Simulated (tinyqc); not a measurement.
From one set of inputs to another, one input at a time: mobility of a non-polar semiconductor in the relaxation-time approximation. Computed by tinyqc, a small Python program. Command: `OMP_NUM_THREADS=1 python tinyqc.py 3022028 3022029 out.jsonl rta ladder`. One thread of a shared host (Intel(R) Xeon(R) Processor @ 2.30GHz), about 0.02 s of CPU time with the checks.

Each valley is treated as a sphere of mass m_d for states and rates, with one isotropic relaxation time; the conductivity mass m_c sets the current.

The inputs printed are set A. Set A is modelled on electrons in diamond; the values taken over come from a set modelled on holes in germanium. Inputs not listed in the table keep their values of set A, so the rows need not describe a real material.

Inputs (values chosen for the exercise, modelled on electrons in diamond):
```
quantity                                            value       unit
longitudinal mass m_l                                1.53        m_0
transverse mass m_t                                 0.276        m_0
equivalent valleys Z                                    6          -
non-parabolicity alpha                               0.19       1/eV
static permittivity eps_s                             5.7          -
density rho                                          3515     kg/m^3
sound velocity v_l                                  18200        m/s
acoustic deformation potential D_A                      8         eV
phonon energy hbar w                                  142        meV
optical or intervalley deformation potential D_o      8.7  1e8 eV/cm
final valleys Z_f                                       5          -
carrier density n                                 3.1e+19     1/cm^3
compensation ratio C                                    0          -
temperature T                                         500          K
```

Band: Kane. Impurity formula: Conwell-Weisskopf. Further scattering: none.

Constants: k_B = 8.617333262e-05 eV/K; m_0 = 9.1093837015e-31 kg; e = 1.602176634e-19 C; hbar = 1.054571817e-34 J s; eps_0 = 8.8541878128e-12 F/m; k_B = 1.380649e-23 J/K; hbar = 6.582119569e-16 eV s.

Method:
- m_d = (m_l m_t^2)^(1/3); 1/m_c = (1/m_l + 2/m_t)/3; Hall mass factor A = 3 K_m (K_m + 2)/(2 K_m + 1)^2, K_m = m_l/m_t; N_I = n (1 + C)/(1 - C).
- Kane band: hbar^2 k^2/(2 m) = E (1 + alpha E), speed v = hbar k/(m (1 + 2 alpha E)), states per spin, volume and energy g(E) = m k (1 + 2 alpha E)/(2 pi^2 hbar^2); overlap factors are set to 1. Here m = m_d. Masses are multiplied by m_0 and all formulas are in SI units.
- The reduced Fermi level eta = E_F/(k_B T) solves n = 2 Z int g f dE with f = 1/(1 + exp(x - eta)) (Z = 1 unless valleys are given); screening length L_s = sqrt(eps_s eps_0 k_B T/(e^2 dn/deta)), dn/deta = 2 Z int g f (1 - f) dE.
- Integrals over x = E/(k_B T) use 160 Gauss-Legendre points in u = sqrt(x) from 0 to sqrt(max(eta, 0) + 32).
- Phonon occupation N_q = 1/(exp(hbar w/(k_B T)) - 1).
- Acoustic deformation potential (elastic, equipartition, absorption and emission together): 1/tau = 2 pi k_B T D_A^2 g(E)/(hbar rho v_l^2).
- Optical or intervalley deformation potential: 1/tau = (pi Z_f D_o^2/(rho w)) [N_q g(E + hbar w) + (N_q + 1) g(E - hbar w)], with g = 0 below the band edge.
- Each optical term is multiplied by (1 - f(E'))/(1 - f(E)), E' the final energy, for Pauli blocking.
- Singly charged impurities, momentum relaxation: 1/tau = N_I e^4 m (1 + 2 alpha E) Phi/(8 pi (eps_s eps_0)^2 hbar^3 k^3), with alpha = 0 for a parabolic band.
- Conwell-Weisskopf: Phi = ln(1 + y^2), y = 4 pi eps_s eps_0 E N_I^(-1/3)/e^2 (largest impact parameter N_I^(-1/3)/2).
- mu = (m_d/m_c) (2 Z e/(3 n k_B T)) int g v^2 tau f (1 - f) dE.
- Averages over x are split at the emission threshold x_0 = hbar w/(k_B T): 64 Gauss-Legendre points in sqrt(x) below it and 128 in sqrt(x - x_0) above it, up to x = max(eta, 0) + 32.
- Rates are added at each energy before the average. With <y> = int g v^2 y f (1 - f) dE: Hall factor r_H = A (3 n k_B T/(2 Z m_d)) <tau^2/(1 + 2 alpha E)>/<tau>^2 (alpha = 0 for a parabolic band); Hall mobility r_H mu; |S| = (k_B/e) (<x tau>/<tau> - eta); resistivity 1/(n e mu).

Each row keeps all changes above it:
```
input moved                                 from       to  drift mobility mu (cm^2/(V s))  resistivity (ohm cm)  ionised impurity mobility (cm^2/(V s))
set A                                          -        -                           58.98              0.003414                                    63.1
longitudinal mass m_l (m_0)                 1.53    0.305                           62.57              0.003218                                    64.2
non-parabolicity alpha (1/eV)               0.19     0.27                           61.15              0.003292                                    62.8
temperature T (K)                            500      400                           60.13              0.003348                                    61.0
transverse mass m_t (m_0)                  0.276    0.305                           58.07              0.003467                                    59.0
carrier density n (1/cm^3)               3.1e+19  4.1e+17                          793.36              0.019188                                  1054.0
phonon energy hbar w (meV)                   142     38.5                          192.25              0.079182                                  1054.0
acoustic deformation potential D_A (eV)        8        5                          194.05              0.078448                                  1054.0
```

Where does the difference come from?

Drift mobility mu goes from 59.0 to 194, a factor 3.29 in all. The largest single move comes from carrier density n (a factor 13.7), and phonon energy hbar w works against it (a factor 0.242). Resistivity goes from 0.00341 to 0.0784, a factor 23.0 in all. The largest single move comes from carrier density n (a factor 5.53). Ionised impurity mobility goes from 63.1 to 1050, a factor 16.7 in all. The largest single move comes from carrier density n (a factor 17.9). The single moves hold for this order of the switches; the total does not depend on the order.

Caution (rows set A, longitudinal mass m_l, non-parabolicity alpha, temperature T, transverse mass m_t): above a few 1e18 per cm^3 the Born approximation, static screening and an unperturbed band are rough; measured mobilities are usually lower. Caution (all rows): n is taken as given; at low temperature (in diamond even at 300 K) real dopants can freeze out, which changes n and N_I.

Extremes, crossings and ranges named in words are read from the listed rows.
